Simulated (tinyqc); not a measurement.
## A spin-degenerate level with charging energy between two leads, rate equations: effect of unequal tunnel rates

States 0, up, down and 2 with energies 0, e1 - Ez/2, e1 + Ez/2 and 2 e1 + U. mu_L = +V/2, mu_R = -V/2 (meV), f(x) = 1/(1 + exp(x/kB T)). A transition that adds one electron of given spin at the energy E has the rate G f(E - mu) from each lead, and its reverse G [1 - f(E - mu)]. I counts electrons leaving the left lead, times q.

Here e1 = 1.225 meV, Ez = 0 and V = +/- 7.35 mV, so that only the 0-1 transitions lie in the window. Transition energies: 0-up e1 - Ez/2, 0-down e1 + Ez/2, up-2 e1 + U + Ez/2, down-2 e1 + U - Ez/2. dp/dt = W p; W_ji is the rate from state i to j, and each column sums to zero. Steady state: W p = 0 with sum p = 1. I = q GL sum over transitions i-j of [fL p_i - (1 - fL) p_j].

Inputs (values chosen for the exercise):

| symbol | value | unit | meaning |
|---|---|---|---|
| U | 4.9 | meV | charging energy of the second electron |
| GL | 1.2 | 1/ns | tunnel rate to the left lead |
| T | 1.1 | K | temperature |

Constants: q = 1.602176634e-19 C, kB = 1.380649e-23 J/K, Vt = kB T/q. Results are converted to the units shown.

Effect of unequal tunnel rates:
```
GR (1/ns)  I at +V (pA)  I at -V (pA)  |I(+V)/I(-V)|  (GL + 2 GR)/(2 GL + GR)
0.064             9.988        -18.53         0.5390                   0.5390
0.17              25.44        -42.45         0.5992                   0.5992
0.44              59.57        -81.34         0.7324                   0.7324
1.2               128.2        -128.2          1.000                    1.000
3                 213.6        -160.2          1.333                    1.333
8                 295.8        -178.8          1.654                    1.654
21                345.1        -186.9          1.846                    1.846
```

Read the table: what changes, and by how much?

The ratio of the two currents rises from 0.539 to 1.85 and agrees with the last column to better than 0.01 %. An empty dot can be filled with either spin but a filled one empties in one way, so I = 2 q G_in G_out/(2 G_in + G_out): the current is larger when the slower junction is the entrance.

Range of the model: Rate equations need hbar G well below kB T; cotunnelling and the Kondo effect are left out.

tinyqc, about 0.01 s, one thread, Intel Xeon 2.30GHz (shared host): `OMP_NUM_THREADS=1 python tinyqc.py 2780044 2780045 out.jsonl`
